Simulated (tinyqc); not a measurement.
Crystal pulling from the melt: segregation, interface stability, heat balance and point-defect regime: one step, computed by the program tinyqc.

A dilute solute; steady pulling with a flat interface unless it is found unstable.

Task: Constitutional supercooling. Liquidus slope per concentration (van 't Hoff): |m| = k_B T_m^2 (1 - k0)/L. Solute gradient at the interface: G_C = (V/D) C_s (1 - k0)/k0. Constitutional supercooling sets in when |m| G_C > G_L. Critical C_s from the equality.

Inputs (values chosen for the exercise, modelled on boron in silicon):
```
quantity                      value    unit
equilibrium coefficient k0     0.84       -
diffusivity in the melt D   0.00018  cm^2/s
pull rate V                    0.69  mm/min
gradient in the melt G_L         11    K/cm
latent heat per volume L       4240  J/cm^3
melting point T_m              1685       K
```

C_s = 2.055792e+20 1/cm^3

Constants: k_B = 1.380649e-23 J/K.

Give: |m|; |m| G_C; critical C_s; ratio |m| G_C/G_L.

Result:

|m| = 1.479e-21 K cm^3

|m| G_C = 0.3701 K/cm

critical C_s = 6.111e+21 1/cm^3

ratio |m| G_C/G_L = 0.03364

The interface is stable by this test, with a margin of 30. Caution: a critical C_s above 1e21 /cm^3 lies outside the dilute theory and, for most dopants in silicon, above the solubility.
